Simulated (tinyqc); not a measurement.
## Gap and screening length from two transmissions

Inverse problem. At the source junction of a tunnel FET, T(w) = exp(-S), S = 2 pi lam sqrt(m/(C Eg)) [w + Eg/2 - sqrt(w (w + Eg))], C = hbar^2/(2 m0). Find Eg (between 0.1 and 3 eV) and lam.

Values chosen for this exercise: band-edge mass of the two-band model m = 0.039 m0.

Constants: q = 1.602176634e-19 C, hbar = 1.054571817e-34 J s, m0 = 9.1093837015e-31 kg, hbar^2/(2 m0) = 0.0380998212 eV nm^2. Results are converted to the units shown.

T(w) at w = 0.11 and 0.35 eV: [0.0013649915, 0.020664097]

Answer. The ratio of the two exponents depends on Eg alone and falls steadily with it, which fixes Eg; either exponent then gives lam.

ratio of the two S = 1.70
Eg = 0.744 eV
lam = 5.10 nm

Numbers from tinyqc (`OMP_NUM_THREADS=1 python tinyqc.py 2620164 2620165 out.jsonl`; about 0.01 s on one thread of a shared Intel Xeon 2.30GHz).
